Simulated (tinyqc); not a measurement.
Harmonic frequencies on the RHF/sto-6g surface (energies and gradients from PySCF), for BeH+, spin multiplicity 1, step by step. One step of it, computed by the program tinyqc.

Task: Normal modes. Diagonalise H_ij / sqrt(m_i m_j); the 5 smallest eigenvalues belong to translations and rotations; wavenumber = sqrt(eigenvalue / 1822.888) x 219474.63; each mode has its largest component positive (the first on a tie); zero-point energy = sum of wavenumbers / 2, with 349.755 1/cm per kcal/mol. A mass of 2.014 u marks deuterium.

Hessian (symmetrised) (hartree/bohr^2), lower triangle:
```
             1Bex         1Bey         1Bez          2Hx          2Hy         2Hz
1Bex  -0.00000035
1Bey   0.00000000  -0.00000035
1Bez   0.00000000   0.00000000   0.21842963
2Hx    0.00000035   0.00000000   0.00000000  -0.00000035
2Hy    0.00000000   0.00000035   0.00000000   0.00000000  -0.00000035
2Hz    0.00000000   0.00000000  -0.21842963   0.00000000   0.00000000  0.21842963
```

masses (u): 1Be 9.012182, 2H 2.014102

Give: eigenvalues of the mass-weighted Hessian; harmonic wavenumbers of the vibrations; mass-weighted modes; zero-point energy.

Result:

eigenvalues of the mass-weighted Hessian (hartree/(bohr^2 u)): 0.000  0.000  0.000  0.000  0.000  0.133

harmonic wavenumbers of the vibrations (1/cm): 1872.5

mass-weighted modes:
```
      mode 1
1Bex   0.000
1Bey   0.000
1Bez  -0.427
2Hx    0.000
2Hy    0.000
2Hz    0.904
```

zero-point energy = 2.677 kcal/mol
